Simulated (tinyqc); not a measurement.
Worked calculation: RHF in the sto-3g basis, for H3+, spin multiplicity 1. One step of it, computed by the program tinyqc.

Problem. Iteration 2: DIIS coefficients. Solve [B -1; -1 0][c; lambda] = [0; -1] for the coefficients, which sum to one.

B (overlaps of the stored error matrices):
```
                1               2
1   2.7859150e-09  -3.6286177e-09
2  -3.6286177e-09   4.7262269e-09
```

Give: DIIS coefficients.

Solution.

DIIS coefficients: 0.5657  0.4343
